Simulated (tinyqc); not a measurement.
Froehlich polaron in a polar crystal: one step, computed by the program tinyqc. Command: `OMP_NUM_THREADS=1 python tinyqc.py 3006027 3006028 out.jsonl frohlich walk`. One thread of a shared host (Intel(R) Xeon(R) Processor @ 2.30GHz), about 0.05 s of CPU time with the checks.

One electron in a parabolic band of mass m*, coupled to dispersionless LO phonons in the continuum model. Energies are in units of hbar omega unless marked, wave numbers in k_0 = sqrt(2 m* omega/hbar).

Question. Coupling constant and length scale. 1/eps* = 1/eps_inf - 1/eps_s; k_0 = sqrt(2 m* omega/hbar) = sqrt(m* hbar omega / (hbar^2/(2 m_0))) with m* in m_0; alpha = (e^2/(4 pi eps_0)) k_0/(2 eps* hbar omega); polaron length 1/k_0.

Inputs (values chosen for the exercise, modelled on gallium nitride):

| quantity | value | unit |
|---|---|---|
| band mass m* | 0.204 | m_0 |
| LO phonon energy hbar omega | 93.4 | meV |
| eps_inf | 5.45 | - |
| static dielectric constant eps_s | 9.41 | - |

Constants: hbar^2/(2 m_0) = 3.80998212 eV angstrom^2; e^2/(4 pi eps_0) = 14.39964548 eV angstrom.

Give: eps*; k_0; coupling constant alpha; polaron length 1/k_0.

Answer.

eps* = 12.95

k_0 = 0.07072 1/angstrom

coupling constant alpha = 0.4209

polaron length 1/k_0 = 14.14 angstrom

Weak coupling: perturbation theory should serve.
